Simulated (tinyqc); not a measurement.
On-chip interconnect, size-dependent resistivity and RC delay: two metals against line width.

A rectangular line between two neighbours and two ground planes. Surface and grain-boundary scattering are added to the bulk resistivity as corrections; capacitances are parallel-plate values without fringing; inductance is ignored.

Metal width x = wd - 2 tl, height y = AR wd - tl; grain boundaries (Mayadas-Shatzkes): al = (lam/(gr x)) Rg/(1 - Rg), g = 1/[1 - 3 al/2 + 3 al^2 - 3 al^3 ln(1 + 1/al)] - 1; surfaces (Fuchs-Sondheimer, thick limit): s = (3/8) lam (1 - ps)(1/x + 1/y); rho = rho0 (1 + g + s); r = rho/(x y). The second metal has rho2, lam2 and tl2 in place of rho0, lam and tl; ps, Rg, gr and AR are shared.

Inputs (values chosen for the exercise); metal values close to those of copper: bulk resistivity rho0 = 1.68 uohm cm; bulk mean free path lam = 40.6 nm; specular share of surface scattering ps = 0; reflection coefficient of grain boundaries Rg = 0.52; grain size over the metal width gr = 1.5; aspect ratio, height over width AR = 1.8; liner on both walls and the bottom, not conducting tl = 1.9 nm; space to the neighbouring lines sp = 19 nm; dielectric height to the planes above and below hd = 10 nm; relative permittivity of the dielectric ek = 2.2; Miller factor of the neighbours Mf = 1; bulk resistivity of the second metal (close to iridium) rho2 = 5.16 uohm cm; mean free path of the second metal lam2 = 6.9 nm; liner of the second metal tl2 = 0.4 nm.

Constants: eps0 = 8.8541878128e-12 F/m. Results are converted to the units shown.

Two metals against line width:
```
wd (nm)	rho, first (uohm cm)	rho, second (uohm cm)	r, first (ohm/um)	r, second (ohm/um)	ratio second/first
6.5	38.20	14.92	1.444e4	2316	0.1604
8	25.56	12.93	4868	1283	0.2635
10	18.09	11.28	1812	696.5	0.3844
13	12.89	9.804	651.4	349.4	0.5363
17	9.576	8.679	252.8	177.4	0.7018
22	7.458	7.864	108.7	94.63	0.8706
30	5.731	7.135	41.99	45.59	1.086
45	4.285	6.473	13.15	18.17	1.382
70	3.319	6.004	4.039	6.908	1.710
120	2.624	5.653	1.055	2.200	2.085
```

What does the comparison show?

The resistivity of the first metal falls from 38.2 to 2.62 uohm cm and that of the second goes from 14.9 to 5.65 uohm cm as the line widens. The products rho0 lam, which set the size effect, are 68.2 and 35.6 uohm cm nm. The two resistances cross at wd = 26.6 nm: below it the second metal gives the lower line resistance. For widths well under the mean free path the thick-limit surface term is only a guide.

Range of the model: The metal width is under the mean free path, where the thick-limit surface term and the simple sum of corrections lose accuracy.

Numbers from tinyqc (`OMP_NUM_THREADS=1 python tinyqc.py 2100131 2100132 out.jsonl`; about 0.01 s on one thread of a shared Intel Xeon 2.30GHz).
